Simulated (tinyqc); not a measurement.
Depletion-mode phase shifter in a rib waveguide and its Mach-Zehnder modulator: one step of the calculation.

A lateral p-n junction at x0 in a waveguide whose mode intensity is a Gaussian of rms width s about x = 0; p side at smaller x. Reverse bias removes carriers and raises the index. Abrupt junction, doping uniform over the whole mode, lumped electrode (no travelling-wave effects).

Question. Mach-Zehnder modulator. One arm driven from 0 to V: phase 2 pi dneff L/lam; biased at quadrature the output swings between [1 -+ sin(phase/2)]/2; extinction ratio in dB; insertion loss = loss x L.

Parameters, values chosen for the exercise: wavelength lam = 1565 nm; length of the phase shifter L = 1.5 mm.

dneff = 1.1703643e-4
loss = 21.638851 dB/cm

Wanted: phase; extinction ratio; insertion loss.

Answer.

phase = 0.22435 pi
extinction ratio = 3.1264 dB
insertion loss = 3.2458 dB

Numbers from tinyqc (`OMP_NUM_THREADS=1 python tinyqc.py 2650005 2650006 out.jsonl`; about 0.01 s on one thread of a shared Intel Xeon 2.30GHz).
